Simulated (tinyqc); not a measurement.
# Resistance of a tapered via with liner, size effect and interface: several studies

A round via whose diameter grows from db at the bottom as D(z) = db + 2 z/tan(ang). The fill, of diameter D - 2 tl, starts above the bottom liner (thickness fb tl) and has rho = rho0 (1 + ks lam/(D - 2 tl)); the sidewall liner conducts in parallel with it. The bottom liner and the interface are crossed over the full area pi db^2/4. Spreading in the lines above and below is left out.

Parameters, values chosen for the exercise; fill metal close to copper: diameter at the bottom db = 27 nm; height hv = 65 nm; sidewall angle ang = 85 degrees; bulk resistivity of the fill rho0 = 1.68 uohm cm; mean free path of the fill lam = 39 nm; size-effect factor ks = 1.1; liner on the sidewall tl = 2.1 nm; liner at the bottom over that on the sidewall fb = 0.5; resistivity of the liner rl = 440 uohm cm; interface resistivity at the bottom ri = 4.7e-12 ohm cm^2; ballistic conductance per area, about 3/(4 rho0 lam) Sb = 1.1e15 S/m^2; bulk resistivity of the second fill (close to molybdenum) rho2 = 5.2 uohm cm; its mean free path lam2 = 11.1 nm; its liner tl2 = 0 nm.

Each table varies one quantity; the others keep the values above.

## Via resistance against the diameter at the bottom

Slices between z0 = fb tl and hv, evaluated at their midpoints: conductance per length pi/4 [(D - 2 tl)^2/rho + (D^2 - (D - 2 tl)^2)/rl], slice resistance = slice height over that. 2000 slices. R_fill = sum of the slices; R_bottom = rl fb tl/(pi db^2/4); R_interface = ri/(pi db^2/4); ballistic (Sharvin) limit 1/(Sb pi (db - 2 tl)^2/4); ideal cylinder rho0 hv/(pi db^2/4).

Via resistance against the diameter at the bottom:
columns A: db (nm); B: R_fill (ohm); C: R_bottom (ohm); D: R_interface (ohm); E: R (ohm); F: ballistic limit (ohm); G: R over ideal cylinder; H: largest part
```
A          B        C         D       E        F       G             H
8.3   143.80   85.388    8.6866  237.88   68.857  11.786          fill
11    55.292   48.615    4.9456  108.85   25.032  9.4730          fill
16    18.135   22.978    2.3376  43.451   8.3129  8.0003  bottom liner
22    7.5978   12.154    1.2364  20.988   3.6532  7.3060  bottom liner
30    3.3932   6.5360   0.66491  10.594   1.7389  6.8576  bottom liner
42    1.4631   3.3347   0.33924  5.1370  0.81009  6.5174  bottom liner
58   0.67060   1.7486   0.17789  2.5971  0.39990  6.2837  bottom liner
80   0.31544  0.91912  0.093504  1.3281  0.20146  6.1131  bottom liner
```

What does the comparison show?

R falls from 238 to 1.33 ohm. The fill is the largest part at db = 8.3, the bottom liner from 16 on. R goes as db^(-2.78) between the first two rows and db^(-2.09) between the last two; area alone gives -2. For db = 30, 42, 58, 80 the ballistic limit exceeds half of R_fill, so the diffusive model understates R.

## Via resistance against the sidewall angle

Same model as above.

2000 slices.

The same in every row: R_bottom (ohm) = 8.0691; R_interface (ohm) = 0.82088; ballistic limit (ohm) = 2.2266.

Via resistance against the sidewall angle:
```
ang (degrees)  R_fill (ohm)  R (ohm)  R over ideal cylinder  largest part
90                   7.5492   16.439                 8.6194  bottom liner
89                   6.6510   15.541                 8.1484  bottom liner
88                   5.9323   14.822                 7.7716  bottom liner
87                   5.3453   14.235                 7.4638  bottom liner
86                   4.8573   13.747                 7.2079  bottom liner
84                   4.0937   12.984                 6.8076  bottom liner
82                   3.5243   12.414                 6.5090  bottom liner
```

What does the comparison show?

R falls from 16.4 to 12.4 ohm. The bottom liner is the largest part at ang = 90 and in all other rows. The share of the two bottom terms goes from 54.1 to 71.6 %. For ang = 84, 82 the ballistic limit exceeds half of R_fill, so the diffusive model understates R.

## Two fill metals against the diameter

2000 slices. R_fill = sum of the slices; R_bottom = rl fb tl/(pi db^2/4); R_interface = ri/(pi db^2/4). The second fill has rho2, lam2 and tl2 in place of rho0, lam and tl.

Result of one run:
```
db (nm)  R, first fill (ohm)  R, second fill (ohm)  ratio second/first
35                    7.5896                3.9515             0.52065
```

What becomes of these results when the diameter at the bottom db is changed from 35 to 17 nm, all else the same?

Result of the changed run:
```
db (nm)  R, first fill (ohm)  R, second fill (ohm)  ratio second/first
17                    37.727                16.116             0.42718
```

The whole series:
```
db (nm)  R, first fill (ohm)  R, second fill (ohm)  ratio second/first
8.5                   221.58                59.883             0.27026
12                    87.165                31.313             0.35923
17                    37.727                16.116             0.42718
24                    17.290                8.2724             0.47844
35                    7.5896                3.9515             0.52065
49                    3.7041                2.0323             0.54866
70                    1.7529                1.0002             0.57061
100                  0.83730               0.49102             0.58643
```

The ratio goes from 0.270 to 0.586. The second fill gives the lower R in every row.

tinyqc, about 0.01 s, one thread, Intel Xeon 2.30GHz (shared host): `OMP_NUM_THREADS=1 python tinyqc.py 2750001 2750002 out.jsonl`
